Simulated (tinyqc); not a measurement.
Liquidus of a compound AB in a simple-solution melt, liquid-phase epitaxy and vapour pressures: one step, computed by the program tinyqc. Command: `OMP_NUM_THREADS=1 python tinyqc.py 3013848 3013849 out.jsonl liq35 walk`. One thread of a shared host (Intel(R) Xeon(R) Processor @ 2.30GHz), about 0.04 s of CPU time with the checks.

x is the atom fraction of B in the melt. The melt is a simple solution: R T ln gamma_B = W (1 - x)^2, R T ln gamma_A = W x^2, W = a + b T. The solid AB is stoichiometric.

Task: Slope of the liquidus. Liquidus (Vieland): f(x) = R T ln[4 x (1 - x)] + 2 W (1/2 - x)^2 + S_F (T_F - T) = 0. dx/dT = -(df/dT)/f', df/dT = R ln[4 x (1 - x)] + 2 b (1/2 - x)^2 - S_F, f' = (1 - 2x)[R T/(x (1 - x)) - 2 W]. Concentrations: C_L = x N_A/V_L in the melt, C_S = 4/a0^3 in the solid; m = dT/dC_L.

Inputs (values chosen for the exercise, modelled on InAs for the melt): entropy of fusion S_F = 62.5 J/(mol K); interaction slope b = -42 J/(mol K); saturation temperature T = 979 K; molar volume of the melt V_L = 17 cm^3/mol; lattice constant a0 = 6.058 angstrom.

solubility x = 0.1121439

W = -24.118 kJ/mol

Constants: R = 8.314462618 J/(mol K); N_A = 6.02214076e+23 1/mol; k_B = 8.617333262e-05 eV/K.

Give: dx/dT; C_L; C_S; slope m; apparent heat of solution k_B T^2 d ln x/dT.

Result:

dx/dT = 8.211e-04 1/K

C_L = 3.973e+21 1/cm^3

C_S = 1.799e+22 1/cm^3

slope m = 3.438e-20 K cm^3

apparent heat of solution k_B T^2 d ln x/dT = 0.6047 eV
